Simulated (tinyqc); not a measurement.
Precursor delivery and alloy composition in metal-organic vapour-phase epitaxy. From growth rate G back to boundary layer delta. Computed by tinyqc, a small Python program. Command: `OMP_NUM_THREADS=1 python tinyqc.py 3006219 3006220 out.jsonl movpe inv`. One thread of a shared host (Intel(R) Xeon(R) Processor @ 2.30GHz), about 0.01 s of CPU time with the checks.

Carrier gas leaves each bubbler saturated. Group-III species cross a boundary layer and react at the surface; element 2 can also desorb. The film is (1)_(1-x) (2)_x V with a zinc-blende cell.

Inputs (values chosen for the exercise, close to those used for InGaAs from TMGa and TMIn):
```
quantity                                   value      unit
source 1: a in log10(p/torr) = a - b/T      8.07         -
source 1: b                                 1703         K
source 1: bath temperature                    -1         C
source 1: carrier flow                        11      sccm
source 2: a                                10.52         -
source 2: b                                 3014         K
source 2: bath temperature                    24         C
source 2: carrier flow                       300      sccm
bubbler pressure p_b                         760      torr
group-V hydride flow                          66      sccm
total flow                                   9.5       slm
reactor pressure p                            75      torr
diffusivity D0 at 273.15 K and 760 torr     0.44    cm^2/s
prefactor of the surface rate k_s        1.5e+13      cm/s
energy of k_s                               1.86        eV
prefactor of the loss of element 2       5.8e+16  layers/s
energy of the loss                          3.22        eV
lattice constant a                          5.75  angstrom
growth temperature T                         670         C
```

Constants: k_B = 1.380649e-23 J/K; k_B = 8.617333262e-05 eV/K.

Method:
- Temperatures in kelvin are T(C) + 273.15.
- Vapour pressure p_v = 10^(a - b/T); precursor flow = carrier flow x p_v/(p_b - p_v); 1 sccm = 44.615 micromol/min; V/III = hydride flow over the sum of both; gas share x_g = F2/(F1 + F2).
- Partial pressure p_i = p F_i/(44615 x total flow in slm); density n_i = p_i/(k_B T), 1 torr = 133.322 Pa; D = D0 (T/273.15)^1.75 (760/p), h = D/delta, the same for both; k_s = prefactor x exp(-energy/(k_B T)); arrival J_i = n_i/(1/h + 1/k_s); in layers per second g_i = J_i a^2/2 (two group-III sites per a^2 on (001)).
- Loss of element 2 is r x with r = prefactor x exp(-energy/(k_B T)). Then x = (g2 - r x)/(g1 + g2 - r x), or r x^2 - (g1 + g2 + r) x + g2 = 0, smaller root; growth rate G = g1/(1 - x) layers/s; one layer is a/2 thick, 1 angstrom/s = 0.36 um/h.
- Distribution coefficient = [x/(1 - x)]/[x_g/(1 - x_g)], x_g = g2/(g1 + g2).

Question. A run gave the result below. Find the boundary layer delta, known to lie between 0.5 and 1.5 cm.

growth rate G = 13.54381 um/h

Answer.

Each step takes the trial c = (a f_b - b f_a)/(f_b - f_a), f being the result less the target and a, b, c the logarithms of the listed values; c replaces end b, the old b replaces a if the sign of f changed, and otherwise f_a is halved.

Scan of the range:
```
boundary layer delta (cm)  growth rate G (um/h)
0.500                                   20.1615
0.600                                   16.8951
0.721                                   14.1175
0.866                                   11.7855
1.040                                    9.8274
1.250                                    8.1775
1.500                                    6.8070
```

False position (Illinois rule, in the logarithm of the input) inside the bracket:
```
step     end a     end b     trial  growth rate G (um/h)
1     0.721000  0.866000  0.754248               13.5059
2     0.721000  0.754248  0.750287               13.5760
3     0.754248  0.750287  0.752102               13.5438
4     0.750287  0.752102  0.752100               13.5438
5     0.750287  0.752100  0.752100               13.5438
6     0.752100  0.752100  0.752100               13.5438
```

Growth rate G falls at every point of a 13-point scan of the range (every second point is shown), so one value fits; it is bracketed by 0.721 and 0.866. Answer: boundary layer delta = 0.7521 cm.

Caution: the lattice constant is held fixed as x changes, delta does not respond to the flow, both precursors share one D and k_s, and gas-phase side reactions are left out.
